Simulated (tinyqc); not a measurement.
RKS/BP86 in the 3-21g basis, for H2, spin multiplicity 1, step by step. One step of it, computed by the program tinyqc.

Problem. Iteration 2: DIIS coefficients. Solve [B -1; -1 0][c; lambda] = [0; -1] for the coefficients, which sum to one.

B (overlaps of the stored error matrices):
$$\begin{pmatrix}
3.2188296e-02 & -1.8646099e-03 \\
-1.8646099e-03 & 1.0801349e-04
\end{pmatrix}$$

Give: DIIS coefficients.

Solution.

DIIS coefficients: [0.0548, 0.9452]
